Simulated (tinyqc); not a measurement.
Worked calculation: G0W0 on RHF in the sto-3g basis, for BeH+, spin multiplicity 1. One step of it, computed by the program tinyqc.

Question. G0W0 on Hartree-Fock: HOMO. W(p,q,m) = sqrt2 sum_ia (pq|ia) (X+Y)_ia,m; Sigma_c(x) = sum_(i,m) W^2/(x - e_i + w_m) + sum_(a,m) W^2/(x - e_a - w_m); solve x = e_p + Sigma_c(x) by Newton steps; Z = 1/(1 - dSigma/dx); 1 hartree = 27.211386 eV.

orbital energies (hartree): [-5.005217, -0.684447, -0.256952, -0.132362, -0.132362, 0.192047]

Two-electron integrals over orbitals (pq|rs), unique and non-zero (hartree):
```
(11|11) 2.275573    (21|11) -0.167524   (21|21) 0.020826    (22|11) 0.462639
(22|21) 0.000355    (22|22) 0.488202    (31|11) -0.173178   (31|21) 0.016931
(31|22) -0.015633   (31|31) 0.027037    (32|11) 0.058591    (32|21) -0.005579
(32|22) -0.067688   (32|31) 0.002188    (32|32) 0.048387    (33|11) 0.540340
(33|21) -0.011879   (33|22) 0.321993    (33|31) 0.003355    (33|32) 0.033298
(33|33) 0.447586    (41|41) 0.015591    (42|41) 0.013714    (42|42) 0.044037
(43|41) 0.013909    (43|42) 0.032838    (43|43) 0.050258    (44|11) 0.569238
(44|21) -0.005993   (44|22) 0.356029    (44|31) -0.006098   (44|32) 0.029727
(44|33) 0.391729    (44|44) 0.449859    (51|51) 0.015591    (52|51) 0.013714
(52|52) 0.044037    (53|51) 0.013909    (53|52) 0.032838    (53|53) 0.050258
(54|54) 0.024249    (55|11) 0.569238    (55|21) -0.005993   (55|22) 0.356029
(55|31) -0.006098   (55|32) 0.029727    (55|33) 0.391729    (55|44) 0.401360
(55|55) 0.449859    (61|11) 0.093387    (61|21) -0.015078   (61|22) -0.009828
(61|31) -0.003210   (61|32) 0.007533    (61|33) 0.016243    (61|44) 0.002240
(61|55) 0.002240    (61|61) 0.017158    (62|11) -0.132171   (62|21) 0.001927
(62|22) 0.036297    (62|31) 0.007834    (62|32) -0.051288   (62|33) -0.020615
(62|44) -0.064844   (62|55) -0.064844   (62|61) 0.003381    (62|62) 0.120989
(63|11) 0.063283    (63|21) -0.003309   (63|22) -0.056390   (63|31) 0.005253
(63|32) 0.043086    (63|33) 0.055619    (63|44) 0.027263    (63|55) 0.027263
(63|61) 0.007138    (63|62) -0.055007   (63|63) 0.059716    (64|41) -0.008171
(64|42) -0.027767   (64|43) -0.010958   (64|64) 0.024075    (65|51) -0.008171
(65|52) -0.027767   (65|53) -0.010958   (65|65) 0.024075    (66|11) 0.494096
(66|21) -0.001230   (66|22) 0.491733    (66|31) -0.014193   (66|32) -0.069958
(66|33) 0.349290    (66|44) 0.359478    (66|55) 0.359478    (66|61) -0.007330
(66|62) 0.066350    (66|63) -0.059639   (66|66) 0.531361
```

excitation energies w (hartree): [0.498675, 0.633801, 0.633801, 1.099519, 4.801958, 4.903973, 4.903973, 5.231568]

X + Y, order 1>3, 1>4, 1>5, 1>6, 2>3, 2>4, 2>5, 2>6:
```
[[-0.002829, 0.000000, 0.000000, -0.005875, 0.994281, 0.000000, 0.000000, -0.014080],
 [0.000000, 0.001163, -0.010486, 0.000000, 0.000000, 0.179193, 0.980576, 0.000000],
 [0.000000, -0.010486, -0.001163, 0.000000, 0.000000, 0.980576, -0.179193, 0.000000],
 [-0.005761, 0.000000, 0.000000, -0.001900, 0.015372, 0.000000, 0.000000, 0.996605],
 [0.917779, 0.000000, 0.000000, -0.082319, 0.000167, 0.000000, 0.000000, 0.000470],
 [0.000000, -0.102862, 0.927619, 0.000000, 0.000000, 0.000229, 0.001256, 0.000000],
 [0.000000, 0.927619, 0.102862, 0.000000, 0.000000, 0.001256, -0.000229, 0.000000],
 [0.175020, 0.000000, 0.000000, 0.885020, 0.001256, 0.000000, 0.000000, 0.000433]]
```

Give: The 12 largest terms at x = e_p; Newton steps; quasiparticle energy of the HOMO; Hartree-Fock value.

Answer.

The 12 largest terms at x = e_p (hartree; W for the signs of X + Y given):
```
q  m        W       term
6  4   0.1573    -0.0125
2  1  -0.0787     0.0124
3  4  -0.0699    -0.0032
4  3   0.0576    -0.0028
5  2   0.0576    -0.0028
3  1   0.0500    -0.0027
2  4   0.0535     0.0026
6  1  -0.0367    -0.0010
2  5  -0.0221   1.02e-04
4  7   0.0191  -6.68e-05
5  6   0.0191  -6.68e-05
1  5   0.0235   6.04e-05
```

Newton steps (hartree):
```
step        x  Sigma_c(x)       Z
0     -0.6844     -0.0100  0.9577
1     -0.6940     -0.0095  0.9569
2     -0.6940     -0.0095  0.9569
```

quasiparticle energy of the HOMO = -18.8842 eV

Hartree-Fock value = -18.6248 eV
